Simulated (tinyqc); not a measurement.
Inside a calculation. Method: extended Hueckel theory, for H6. Computed by tinyqc, a small Python program that keeps every step (integrals from PySCF). Settings: charge = 0, K = 1.75, weighted = 1, multiplicity = 1. Command: `OMP_NUM_THREADS=1 python tinyqc.py 20443 20444 out.jsonl` (the two numbers bound the seeds that draw the settings). One thread of a shared host (Intel(R) Xeon(R) Processor @ 2.60GHz), about 0.01 s of CPU time with the checks.

## Overlaps

Geometry (angstrom):
```
atom,x,y,z
H,0.00000,0.00000,0.00000
H,0.00000,0.00000,0.74400
H,0.00000,0.00000,1.79300
H,0.00000,0.00000,2.53600
H,0.00000,0.00000,3.58500
H,0.00000,0.00000,4.32900
```

Parameters chosen for this run:
```
element,shell,Slater exponent,H_ii (eV)
H,1s,1.30000,-13.60000
```

Slater orbitals, each expanded in six Gaussians scaled to its exponent.

overlap S:
```
,1H 1s,2H 1s,3H 1s,4H 1s,5H 1s,6H 1s
1H 1s,1.00000,0.63367,0.14506,0.03973,0.00524,0.00107
2H 1s,0.63367,1.00000,0.44009,0.14530,0.02255,0.00524
3H 1s,0.14506,0.44009,1.00000,0.63435,0.14530,0.03973
4H 1s,0.03973,0.14530,0.63435,1.00000,0.44009,0.14506
5H 1s,0.00524,0.02255,0.14530,0.44009,1.00000,0.63367
6H 1s,0.00107,0.00524,0.03973,0.14506,0.63367,1.00000
```

## Wolfsberg-Helmholz matrix

diagonal H_ii (eV): 1H 1s -13.60000, 2H 1s -13.60000, 3H 1s -13.60000, 4H 1s -13.60000, 5H 1s -13.60000, 6H 1s -13.60000

K = 1.75000

H_ij = K' S_ij (H_ii + H_jj)/2 for i != j (the diagonal keeps H_ii), with K' = K + D^2 + D^4 (1 - K), D = (H_ii - H_jj)/(H_ii + H_jj), K = 1.75.

H (eV):
```
,1H 1s,2H 1s,3H 1s,4H 1s,5H 1s,6H 1s
1H 1s,-13.60000,-15.08123,-3.45245,-0.94550,-0.12469,-0.02552
2H 1s,-15.08123,-13.60000,-10.47419,-3.45812,-0.53667,-0.12469
3H 1s,-3.45245,-10.47419,-13.60000,-15.09743,-3.45812,-0.94550
4H 1s,-0.94550,-3.45812,-15.09743,-13.60000,-10.47419,-3.45245
5H 1s,-0.12469,-0.53667,-3.45812,-10.47419,-13.60000,-15.08123
6H 1s,-0.02552,-0.12469,-0.94550,-3.45245,-15.08123,-13.60000
```

## Orbitals

valence electrons = 6

Solve H C = S C e through S^(-1/2); fill by pairs from the bottom, a degenerate level sharing its electrons equally; each orbital has its largest coefficient positive (the first on a tie).

orbital energies (eV): -19.18632  -17.72087  -14.88649  -2.00918  9.88310  28.22119

occupations: 2.00000  2.00000  2.00000  0.00000  0.00000  0.00000

coefficients:
```
,MO1,MO2,MO3,MO4,MO5,MO6
1H 1s,0.19505,0.37194,0.44260,0.67190,-0.79568,0.53714
2H 1s,0.27150,0.38243,0.22539,-0.46099,0.95968,-0.88947
3H 1s,0.33823,0.11577,-0.43617,-0.63578,-0.31149,1.21259
4H 1s,0.33823,-0.11577,-0.43617,0.63578,-0.31149,-1.21259
5H 1s,0.27150,-0.38243,0.22539,0.46099,0.95968,0.88947
6H 1s,0.19505,-0.37194,0.44260,-0.67190,-0.79568,-0.53714
```

sum of one-electron energies = -103.58735 eV

## Mulliken analysis

P = C n C^T; charge = valence electrons (H 1) minus the sum of (P S)_ii on the atom; overlap population = 2 sum P_ij S_ij between two atoms.

charges: 1H -0.08079, 2H 0.06700, 3H 0.01379, 4H 0.01379, 5H 0.06700, 6H -0.08079

Overlap populations:
```
pair,value
2-1,0.747618
3-1,-0.048748
3-2,0.066536
4-1,-0.027035
4-2,-0.029497
4-3,0.738987
5-1,0.000219
5-2,-0.001961
5-3,-0.029497
5-4,0.066536
6-1,0.000410
6-2,0.000219
6-3,-0.027035
6-4,-0.048748
6-5,0.747618
```
